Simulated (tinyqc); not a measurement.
Vacuum evaporation: vapour pressure, source flux, thickness distribution, purity and step coverage: one step, computed by the program tinyqc.

Molecular flow, unit sticking of the metal, no re-evaporation. The background gas is taken as water vapour (18.015 g/mol, collision diameter 0.37 nm) at 300 K.

Task: Vapour pressure and flux. log10(p_v/Pa) = A - B/T; flux from the surface Phi = p_v/sqrt(2 pi m k_B T), m = M u. Mass loss = Phi x area x m; heat of evaporation = ln(10) R B; d ln Phi/dT = ln(10) B/T^2 - 1/(2 T).

Inputs (values chosen for the exercise, modelled on copper, with constants for the liquid):
```
quantity,value,unit
molar mass M,63.55,g/mol
vapour-pressure constant A,10.83,-
vapour-pressure constant B,16400,K
source temperature T,1450,K
source area,1.5,cm^2
```

Constants: u = 1.6605390666e-27 kg; k_B = 1.380649e-23 J/K; R = 8.314462618 J/(mol K).

Give: vapour pressure p_v; flux Phi; mass loss; heat of evaporation; change of flux per kelvin.

Result:

vapour pressure p_v = 0.3309 Pa

flux Phi = 2.872e+17 1/(cm^2 s)

mass loss = 0.1636 g/h

heat of evaporation = 314.0 kJ/mol

change of flux per kelvin = 1.762 %/K

Holding the rate to 1 % needs the temperature to about 0.57 K.
